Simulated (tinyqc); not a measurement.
Length of a polyene: Hueckel, PPP and singles CI along the polyenes. Computed by the program tinyqc. Hueckel uses the same beta without repulsion; CIS keeps all single excitations and so misses the low, doubly excited 2Ag state. W is the valence ionisation energy of a centre, MN the Mataga-Nishimoto formula, f the oscillator strength.

All-trans chains of carbon centres 1.40 angstrom apart:

| parameter | value |
|---|---|
| beta (eV), times 1 +/- alternation | -2.260000 |
| alternation | 0.150000 |
| W (eV) | 11.160000 |
| gamma_rr (eV) | 10.740000 |
| repulsion formula | Ohno |

Gaps and excitations (eV):

| centres | Hueckel gap | PPP orbital gap | bright singlet (CIS) | f | lowest triplet (CIS) |
|---|---|---|---|---|---|
| 2 | 5.1980 | 12.6265 | 6.8538 | 0.5876 | 3.5422 |
| 4 | 3.6206 | 10.3987 | 5.5232 | 1.0397 | 2.7532 |
| 6 | 2.8991 | 9.3053 | 4.7682 | 1.4212 | 2.3835 |
| 8 | 2.4942 | 8.6792 | 4.3022 | 1.7648 | 2.1915 |
| 10 | 2.2383 | 8.2856 | 3.9954 | 2.0862 | 2.0815 |
| 12 | 2.0638 | 8.0218 | 3.7834 | 2.3957 | 2.0135 |
| 14 | 1.9383 | 7.8366 | 3.6312 | 2.6991 | 1.9690 |

What does the comparison show, and why?

The Hueckel gap tends to 4 x alternation x |beta| = 1.36 eV for long chains. Exchange opens the PPP orbital gap, and the attraction of electron and hole brings the bright state 4.21 eV below it at 14 centres; the triplet lies 1.66 eV lower still.
